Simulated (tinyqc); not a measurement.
# Small-signal admittance of a forward-biased p+-n diode: two studies

Holes injected into a neutral base of width wb with an ohmic contact at its end; low injection, p0 far above the equilibrium density. A small voltage v exp(i w t), w = 2 pi f, modulates the edge density by p0 v/Vt, and the small-signal density obeys Dp d2p/dx2 = (1/tau + i w) p.

Parameters, values chosen for the exercise; permittivity close to that of silicon:
- T = 275 K (temperature)
- eps_r = 11.7 (relative permittivity)
- Nd = 1.4e15 cm^-3 (donor density of the base)
- Dp = 8.6 cm^2/s (hole diffusion coefficient)
- tau = 5e-8 s (hole lifetime)
- wb = 22 um (width of the neutral base)
- p0 = 6.3e11 cm^-3 (excess hole density at the junction edge)
- Na = 4e19 cm^-3 (acceptor density of the p+ side)
- Rs = 0.00063 ohm cm^2 (series resistance)
- f = 3.5e6 Hz (signal frequency)

Constants: q = 1.602176634e-19 C, kB = 1.380649e-23 J/K, Vt = kB T/q, eps0 = 8.8541878128e-14 F/cm where lengths are in cm. Results are converted to the units shown.

Each table varies one quantity; the others keep the values above.

## Admittance against frequency

L = sqrt(Dp tau); direct current J = (q Dp p0/L) coth(wb/L); k = sqrt(1 + i w tau)/L; diffusion admittance Y = (q Dp p0/Vt) k coth(k wb) = G + i w C_diff; junction capacitance C_j = sqrt(q eps0 eps_r Nd/(2 Vr)) in the depletion approximation, with the remaining barrier Vr = Vt ln(Na/p0), a rough value under forward bias; base-width modulation is left out. Measured admittance 1/[Rs + 1/(Y + i w C_j)].

The same in every row: C_j (uF/cm^2) = 0.01652.

Results:
```
f (Hz)	w tau	G (S/cm^2)	C_diff (uF/cm^2)	measured G (S/cm^2)	measured C (uF/cm^2)	phase of the measured Y (degrees)
10000	0.003142	0.05600	0.001377	0.05600	0.01789	1.150
40000	0.01257	0.05600	0.001377	0.05600	0.01789	4.592
2e5	0.06283	0.05602	0.001377	0.05602	0.01789	21.87
8e5	0.2513	0.05639	0.001369	0.05640	0.01789	57.90
1e7	3.142	0.08189	9.527e-4	0.08264	0.01747	85.69
6e7	18.85	0.1761	4.430e-4	0.2018	0.01696	88.19
2e8	62.83	0.3156	2.472e-4	0.5950	0.01676	88.38
1e9	314.2	0.7012	1.112e-4	7.541	0.01654	85.85
```

Estimate the missing row, f = 3e6 Hz.

Computed row:
```
f (Hz)	w tau	G (S/cm^2)	C_diff (uF/cm^2)	measured G (S/cm^2)	measured C (uF/cm^2)	phase of the measured Y (degrees)
3e6	0.9425	0.06079	0.001279	0.06086	0.01780	79.72
```

With this row back in the table: G starts at J/Vt = 0.0560 S/cm^2 and C_diff at (J tau/(2 Vt))(1 - 2 x/sinh 2x) = 0.00138 uF/cm^2, x = wb/L = 3.35. Between the last two rows G goes as f^(0.50) and C_diff as f^(-0.50); the limits are 1/2 and -1/2, reached when the signal penetrates only sqrt(Dp/w). The measured C is within 0.01 % of C_diff + C_j in the first row and 0.52 % below it in the last, the difference being due to Rs.

## Effect of the hole lifetime

Same model as above.

The same in every row: C_j (uF/cm^2) = 0.01652.

Effect of the hole lifetime:
```
tau (s)	w tau	G (S/cm^2)	C_diff (uF/cm^2)	measured G (S/cm^2)	measured C (uF/cm^2)	phase of the measured Y (degrees)
5e-10	0.01100	0.5586	1.397e-4	0.5585	0.01665	33.24
2e-9	0.04398	0.2794	2.792e-4	0.2794	0.01679	52.89
1e-8	0.2199	0.1257	6.208e-4	0.1257	0.01714	71.55
5e-8	1.100	0.06221	0.001252	0.06230	0.01777	80.94
2e-7	4.398	0.04600	0.001695	0.04610	0.01821	83.43
1e-6	21.99	0.04195	0.001868	0.04205	0.01839	84.06
5e-6	110.0	0.04120	0.001906	0.04130	0.01842	84.18
```

As tau goes from 5e-10 to 5e-6, G falls from 0.559 to 0.0412 S/cm^2, C_diff rises from 1.40e-4 to 0.00191 uF/cm^2 and the measured C rises from 0.0166 to 0.0184 uF/cm^2. C_diff stays below C_j.

Computed by the program tinyqc: `OMP_NUM_THREADS=1 python tinyqc.py 2890182 2890183 out.jsonl`, one thread of a shared Intel Xeon 2.30GHz, about 0.01 s for the whole run.
